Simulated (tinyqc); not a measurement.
# Disorder broadening of a one-dimensional band in the self-consistent Born approximation: two studies

The local Green function is G = g0(z - Sigma) with z = E + i eta and g0(z) = 1/(sqrt(z - 2t) sqrt(z + 2t)), principal roots; the self-energy is Sigma = D G. The density of states is -Im G/pi.

Values chosen for this exercise:
```
symbol   value  unit                             meaning
t          1.7    eV                             hopping
D          2.3  eV^2  variance of the random site energy
eta      0.051    eV                     bare broadening
E       -1.557    eV         energy from the band centre
```

Each table varies one quantity; the others keep the values above.

## Effect of the mixing

G = g0(z - Sigma), Sigma(out) = D G, Sigma(new) = Sigma + mix (Sigma(out) - Sigma). Iterations from Sigma = 0 until |Sigma(out) - Sigma| < 1e-10 eV, at most 500. The factor is |1 - mix + mix L|, L = d Sigma(out)/d Sigma at the solution.

Effect of the mixing:
```
mix,iterations,factor
0.1,200,0.8915
0.2,95,0.7831
0.3,60,0.6749
0.5,31,0.4592
0.7,18,0.2469
0.85,12,0.1035
1,12,0.1171
```

L = -0.0851-0.080i. The fewest iterations, 12, come at mix = 0.85; the smallest factor, 0.103, is at mix = 0.85. As a function of mix the factor has its minimum at Re(1 - L)/|1 - L|^2 = 0.917, below 1, so damping helps.

## Density of states across the band

Sigma is iterated to self-consistency (retarded branch, Im Sigma < 0); first Born means Sigma = D g0(z) put once into G = g0(z - Sigma); clean means Sigma = 0.

Density of states across the band:
```
E (eV),Re Sigma (eV),Im Sigma (eV),"DOS, self-consistent (1/eV)","DOS, first Born (1/eV)","DOS, clean (1/eV)"
0,0,-0.66207,0.091627,0.091549,0.093610
0.617,0.024392,-0.67025,0.092759,0.092741,0.095189
1.233,0.056484,-0.69515,0.096206,0.096372,0.10044
1.85,0.10807,-0.73644,0.10192,0.10206,0.11154
2.466,0.19671,-0.78582,0.10875,0.10440,0.13585
3.083,0.33821,-0.81787,0.11319,0.082281,0.21999
3.7,0.53007,-0.79419,0.10991,0.11963,0.018986
4.316,0.75467,-0.67171,0.092962,0.18945,0.0037218
4.933,0.97676,-0.33142,0.045867,0.0048421,0.0017528
5.549,0.65203,-0.017639,0.0024412,0.0018531,0.0010678
6.166,0.50847,-0.0083488,0.0011554,0.0010538,7.3529e-4
```

What does the comparison show?

The self-consistent density of states goes from 0.0916 through a maximum of 0.113 (at E = 3.083 eV among the rows listed) to 0.00116 1/eV. The clean band ends at 2t = 3.40 eV; at E = 3.7 eV, beyond it, the self-consistent value is 0.110 against 0.0190 clean: disorder widens the band. By ratio, first Born differs most at E = 4.933 eV, where it is 0.11 times the self-consistent value.

Range of the model: The self-consistent Born approximation misses band tails from rare fluctuations and localisation.

Program tinyqc, `OMP_NUM_THREADS=1 python tinyqc.py 2720108 2720109 out.jsonl`; Intel Xeon 2.30GHz, shared host, one thread, about 0.02 s.
